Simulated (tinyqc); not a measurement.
A longer run and its error bar: q-state Potts model on a small periodic square lattice: enumeration, Metropolis, heat-bath and Wolff steps. Computed by tinyqc, a small Python program. Command: `OMP_NUM_THREADS=1 python tinyqc.py 3114369 3114370 out.jsonl potts walk`. One thread of a shared host (Intel(R) Xeon(R) Processor @ 2.30GHz), about 0.08 s of CPU time with the checks.

E = -J x (number of nearest-neighbour bonds with equal states); n x n sites with periodic edges have 2 n^2 bonds. Order parameter m = (q f - 1)/(q - 1), f being the largest share of one state. Sites are numbered row by row from 0. Here q = 3 and n = 3.

Inputs (values chosen for the exercise, for a model of domains or grain orientations): number of states q = 3; edge n = 3; coupling J = 25 meV; temperature T = 261 K; seed = 493627.

Update: heat bath.

Constants: k_B = 8.617333262e-05 eV/K.

Method:
- K = J/(k_B T); the infinite square lattice orders at K_c = ln(1 + sqrt(q)); Wolff bond probability p = 1 - exp(-K).
- All q^(n^2) states are counted by their number b of equal bonds; weights g(b) exp(K b), K = J/(k_B T). Per site: u = -J <b>/n^2, c/k_B = K^2 (<b^2> - <b>^2)/n^2.
- ln Z = ln sum g(b) exp(K b); entropy per site s/k_B = (ln Z - K <b>)/n^2.
- After 400 updates are discarded, b is recorded for 4000 sweeps of n^2 steps of the update named (random numbers not printed, so these rows are one sample). Records are averaged in blocks; the error is the scatter of block means over sqrt(number of blocks), and the last column its square over that for single records.

start states:
$$\begin{pmatrix}
0 & 2 & 0 \\
2 & 0 & 0 \\
0 & 1 & 1
\end{pmatrix}$$

K = 1.11154

<b> = 16.5816

Blocking:
```
block length  mean b    error  variance ratio
1             16.488  0.04266          1.0000
4             16.488  0.06849          2.5779
16            16.488  0.09043          4.4938
40            16.488  0.09578          5.0417
100           16.488  0.10963          6.6050
```

What does the comparison show, and why?

The run gives 16.488 +/- 0.096 (blocks of 40) against the exact 16.582, a difference of 1.0 error bars. Single records understate the error by a factor of about 2.2, because successive records are correlated.

Extremes, crossings and ranges named in words are read from the listed rows.
